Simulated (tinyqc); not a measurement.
Shortcuts against the integral: sheet resistance and Hall data of a diffused or implanted layer. Computed by tinyqc, a small Python program. Command: `OMP_NUM_THREADS=1 python tinyqc.py 3031357 3031358 out.jsonl layer walk`. One thread of a shared host (Intel(R) Xeon(R) Processor @ 2.30GHz), about 0.01 s of CPU time with the checks.

Carriers are taken equal to the net active doping down to the junction (full ionisation, which deep dopants in wide-gap hosts do not reach; no spill-over, no depletion), and the Hall factor is 1.

Inputs (values chosen for the exercise, modelled on arsenic in silicon):
```
quantity                                 value        unit
mu_min                                    51.6  cm^2/(V s)
mu_max                                    1450  cm^2/(V s)
N_ref                                    1e+17      1/cm^3
exponent alpha                            0.69           -
peak concentration N_0                 1.9e+18      1/cm^3
length scale l                              42          nm
background doping N_B (opposite type)  1.5e+16      1/cm^3
```

Profile: box. Activation: complete.

Constants: e = 1.602176634e-19 C.

Method:
- N(x) = N_0 down to x_j = l, dose N_0 l.
- Mobility mu = mu_min + (mu_max - mu_min)/(1 + (N_t/N_ref)^alpha), N_t = active doping + N_B; carriers n = active doping - N_B, all dopants active.
- Integrals from x_0 (0 unless stated) to x_j by the midpoint rule on 400 even intervals: 1/R_s = e int n mu dx; sheet density n_s = int n dx; Hall sheet density (int n mu dx)^2/int n mu^2 dx; Hall mobility int n mu^2 dx/int n mu dx.
- Mean conductivity 1/(R_s x_j); mean mobility 1/(e n_s R_s).
- Shortcuts: R_s = 1/(e Q mu) with the dose Q and the mobility at the (active) peak concentration; 1/(e n_s mu) with mu at N_t = n_s/x_j + N_B; 1/(e Q mu_max).

sheet resistance R_s = 3702.57 ohm

dose = 7.98e+12 1/cm^2

sheet density n_s = 7.91700e+12 1/cm^2

junction depth x_j = 42 nm

Sheet resistances:
```
method                                   R_s (ohm)  deviation (%)
integral                                    3702.6          0.000
dose, mobility at the peak                  3673.3         -0.789
n_s, mobility at the mean concentration     3689.1         -0.363
dose, mu_max                                 539.4        -85.431
```

What follows from these numbers?

The closest shortcut is «n_s, mobility at the mean concentration» (-0.4 %).  Caution: the layer is not thick against surface and junction depletion widths, which remove carriers that this model counts.

Extremes, crossings and ranges named in words are read from the listed rows.
